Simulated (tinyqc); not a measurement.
Liquidus of a compound AB in a simple-solution melt, liquid-phase epitaxy and vapour pressures. Changing the growth time t. Computed by tinyqc, a small Python program. Command: `OMP_NUM_THREADS=1 python tinyqc.py 3030959 3030960 out.jsonl liq35 sweep`. One thread of a shared host (Intel(R) Xeon(R) Processor @ 2.30GHz), about 0.02 s of CPU time with the checks.

x is the atom fraction of B in the melt. The melt is a simple solution: R T ln gamma_B = W (1 - x)^2, R T ln gamma_A = W x^2, W = a + b T. The solid AB is stoichiometric.

Inputs (values chosen for the exercise, modelled on GaSb for the melt):
```
quantity                      value       unit
melting point T_F               983          K
entropy of fusion S_F          64.6  J/(mol K)
interaction a                    20     kJ/mol
interaction slope b           -25.7  J/(mol K)
saturation temperature T        760          K
step dT                         7.5          K
cooling rate c                 0.19      K/min
diffusivity in the melt D     6e-05     cm^2/s
molar volume of the melt V_L   12.3   cm^3/mol
lattice constant a0           6.096   angstrom
melt depth w                    4.3         mm
```

Growth programme: supercooling (step, then ramp).

Constants: R = 8.314462618 J/(mol K); N_A = 6.02214076e+23 1/mol; k_B = 8.617333262e-05 eV/K.

Method:
- Liquidus (Vieland): f(x) = R T ln[4 x (1 - x)] + 2 W (1/2 - x)^2 + S_F (T_F - T) = 0.
- Newton steps with f' = (1 - 2x)[R T/(x (1 - x)) - 2 W], from the dilute estimate x = (1/4) exp[-(S_F (T_F - T) + W/2)/(R T)]; stop below 1e-13; f under 1e-6 shown as 0.
- dx/dT = -(df/dT)/f', df/dT = R ln[4 x (1 - x)] + 2 b (1/2 - x)^2 - S_F, f' = (1 - 2x)[R T/(x (1 - x)) - 2 W]. Concentrations: C_L = x N_A/V_L in the melt, C_S = 4/a0^3 in the solid; m = dT/dC_L.
- Semi-infinite melt (Hsieh): step d = 2 dT sqrt(D t/pi)/(C_S m); ramp d = (4/3) c sqrt(D/pi) t^(3/2)/(C_S m); supercooling is their sum. A melt of depth w can give at most w (undercooling)/(C_S m).

One run for each value:
```
growth time t (min)  thickness d (micrometre)  largest thickness from this melt (micrometre)  sqrt(D t)/w
0.1                                      1.76                                          35.41        0.044
0.22                                     2.62                                          35.51        0.065
0.49                                     3.92                                          35.76        0.098
1.1                                      5.94                                          36.30        0.146
2.4                                      8.96                                          37.46        0.216
5.4                                     14.10                                          40.15        0.324
12                                      23.17                                          46.05        0.483
27                                      42.07                                          59.47        0.725
60                                      86.72                                          89.00        1.081
```

What does the table show, and why?

Over the rows, thickness d (micrometre) rises from 1.76 to 86.7 (exponent d ln y / d ln x 0.50 between the first rows and 0.91 between the last); largest thickness from this melt (micrometre) rises from 35.4 to 89.0 (exponent d ln y / d ln x 0.0038 between the first rows and 0.50 between the last); sqrt(D t)/w rises from 0.0441 to 1.08 (exponent d ln y / d ln x about 0.50 throughout). At the low end the exponent of thickness d is 0.50, close to 0.50: step cooling.

Caution (rows 12.0, 27.0, 60.0): the diffusion length nears the melt depth, so the semi-infinite formula overstates the thickness. Caution (rows 60.0): over so large an undercooling the liquidus slope is not constant.

Extremes, crossings and ranges named in words are read from the listed rows.
